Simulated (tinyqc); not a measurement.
What each parameter does: finite square well with mass mismatch (envelope functions).

A square well of width L and depth V0, mass mw inside and mb outside, energies from the bottom of the well, c = hbar^2/2m0. k = sqrt(mw E/c), kappa = sqrt(mb (V0 - E)/c). psi and psi'/m are continuous at the walls (BenDaniel-Duke), so level n solves k L + 2 atan[(k/mw)/(kappa/mb)] = n pi.

Constants: hbar^2/2m0 = 3.80998211 eV angstrom^2.

Inputs chosen for the exercise (near those of an InGaAs well in InAlAs; shifted at random, so the results belong to these values and not to a real crystal):
- L = 127 angstrom (well width)
- V0 = 0.548 eV (barrier height)
- mw = 0.0404 m0 (mass in the well)
- mb = 0.0746 m0 (mass in the barrier)

Parabolic bands. Pb is the probability of level 1 in the barriers, (A^2/kappa)/(A^2/kappa + L/2 + sin(kL)/(2k)) with A = cos(kL/2).

Results for these values:
```
case  E1 (eV)  bound levels      Pb  V0 - E1 (eV)
base   0.0353             4  0.0139        0.5127
```

What happens to each result for V0 = 0.466 eV, all else kept?

Answer: E1 falls from 0.0353 to 0.0340; bound levels falls from 4 to 3; Pb rises from 0.0139 to 0.0168; V0 - E1 falls from 0.5127 to 0.4320.

The same for each parameter in turn:
```
case              E1 (eV)  bound levels      Pb  V0 - E1 (eV)
base               0.0353             4  0.0139        0.5127
L = 114 angstrom   0.0417             3  0.0178        0.5063
V0 = 0.466 eV      0.0340             3  0.0168        0.4320
mw = 0.0364 m0     0.0374             3  0.0158        0.5106
mb = 0.0932 m0     0.0337             4  0.0142        0.5143
```

Run: tinyqc, `OMP_NUM_THREADS=1 python tinyqc.py 1252654 1252655 out.jsonl`; Intel(R) Xeon(R) Processor @ 2.30GHz, one thread, shared host; about 0.01 s of CPU time with all checks.
